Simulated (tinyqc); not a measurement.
Classical Heisenberg spin chain: exact results, Metropolis, heat-bath and over-relaxation steps, and a Monte Carlo run: one step, computed by the program tinyqc.

E = -J sum_i s_i . s_(i+1) for unit vectors s_i on an open chain; K = J/(k_B T).

Problem. Four single-spin steps. The given spins are first normalised. Spins 2 and 3 are updated in turn, with h = K (sum of the two neighbours). Trial spin with z = 2 r1 - 1 and azimuth 2 pi r2; it is accepted if r3 < min(1, exp(h . s_trial - h . s_old)).

Inputs (values chosen for the exercise, for a model chain of large moments): temperature T = 40.6 K.

Update: Metropolis.

four neighbouring spins (rows; components x, y, z):
```
,1,2,3
1,0.4961,-0.8035,0.3291
2,0.3951,-0.3042,0.8668
3,-0.4207,0.7754,0.4709
4,0.1636,-0.8978,-0.4090
```

random numbers, one row a step:
```
,1,2,3
1,0.3732,0.0912,0.0771
2,0.3171,0.1590,0.1157
3,0.9642,0.4742,0.4941
4,0.2693,0.9876,0.3947
```

K = -0.7145639

Give: the table «Steps» with the columns |h|, h . s before, h . s trial, acceptance, accepted, x, y, z.

Solution.

Steps:
```
spin,|h|,h . s before,h . s trial,acceptance,accepted,x,y,z
2,0.5745,-0.5229,0.1117,1.000,yes,0.8128,0.5245,-0.2536
3,0.8844,0.7233,-0.3158,0.354,yes,0.5036,0.7827,-0.3658
2,0.7150,-0.5795,0.2872,1.000,yes,-0.3667,0.0600,0.9284
3,0.7192,0.6774,0.2583,0.658,yes,0.8845,-0.0691,-0.4614
```
